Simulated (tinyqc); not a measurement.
Inside a calculation. Method: MP2 on RHF in the sto-3g basis, for Li+, spin multiplicity 1. One step of it, computed by the program tinyqc.

Task: Integrals over molecular orbitals. (pq|rs) = sum C_ip C_jq C_kr C_ls (ij|kl), one index at a time.

coefficients C, order 1Li 1s, 1Li 2s, 1Li 2px, 1Li 2py, 1Li 2pz:
$$\begin{pmatrix}
0.992493 & -0.276937 & 0.000000 & 0.000000 & 0.000000 \\
0.029439 & 1.029985 & 0.000000 & 0.000000 & 0.000000 \\
0.000000 & 0.000000 & 1.000000 & 0.000000 & 0.000000 \\
0.000000 & 0.000000 & 0.000000 & 1.000000 & 0.000000 \\
0.000000 & 0.000000 & 0.000000 & 0.000000 & 1.000000
\end{pmatrix}$$

core Hamiltonian H = T + V (hartree), order 1Li 1s, 1Li 2s, 1Li 2px, 1Li 2py, 1Li 2pz:
$$\begin{pmatrix}
-4.406095 & -0.984581 & 0.000000 & 0.000000 & 0.000000 \\
-0.984581 & -1.104759 & 0.000000 & 0.000000 & 0.000000 \\
0.000000 & 0.000000 & -0.877579 & 0.000000 & 0.000000 \\
0.000000 & 0.000000 & 0.000000 & -0.877579 & 0.000000 \\
0.000000 & 0.000000 & 0.000000 & 0.000000 & -0.877579
\end{pmatrix}$$

Two-electron integrals (ij|kl) in chemists' order, unique and non-zero (hartree):
```
(11|11) 1.680395   (21|11) 0.265420   (21|21) 0.049941   (22|11) 0.397727
(22|21) 0.092860   (22|22) 0.290562   (31|31) 0.008981   (32|31) 0.013788
(32|32) 0.064184   (33|11) 0.396640   (33|21) 0.092880   (33|22) 0.290497
(33|33) 0.312946   (41|41) 0.008981   (42|41) 0.013788   (42|42) 0.064184
(43|43) 0.016869   (44|11) 0.396640   (44|21) 0.092880   (44|22) 0.290497
(44|33) 0.279207   (44|44) 0.312946   (51|51) 0.008981   (52|51) 0.013788
(52|52) 0.064184   (53|53) 0.016869   (54|54) 0.016869   (55|11) 0.396640
(55|21) 0.092880   (55|22) 0.290497   (55|33) 0.279207   (55|44) 0.279207
(55|55) 0.312946
```

Give: one-electron integrals over orbitals h = C^T H C; Two-electron integrals over orbitals.

Result:

one-electron integrals over orbitals h = C^T H C (hartree):
$$\begin{pmatrix}
-4.3987 & 0.1791 & 0.0000 & 0.0000 & 0.0000 \\
0.1791 & -0.9482 & 0.0000 & 0.0000 & 0.0000 \\
0.0000 & 0.0000 & -0.8776 & 0.0000 & 0.0000 \\
0.0000 & 0.0000 & 0.0000 & -0.8776 & 0.0000 \\
0.0000 & 0.0000 & 0.0000 & 0.0000 & -0.8776
\end{pmatrix}$$

Two-electron integrals over orbitals (pq|rs), unique and non-zero (hartree):
```
(11|11) 1.6619    (21|11) -0.1791   (21|21) 0.0297    (22|11) 0.3990
(22|21) -0.0095   (22|22) 0.2822    (31|31) 0.0097    (32|31) 0.0135
(32|32) 0.0609    (33|11) 0.3964    (33|21) -0.0060   (33|22) 0.2856
(33|33) 0.3129    (41|41) 0.0097    (42|41) 0.0135    (42|42) 0.0609
(43|43) 0.0169    (44|11) 0.3964    (44|21) -0.0060   (44|22) 0.2856
(44|33) 0.2792    (44|44) 0.3129    (51|51) 0.0097    (52|51) 0.0135
(52|52) 0.0609    (53|53) 0.0169    (54|54) 0.0169    (55|11) 0.3964
(55|21) -0.0060   (55|22) 0.2856    (55|33) 0.2792    (55|44) 0.2792
(55|55) 0.3129
```
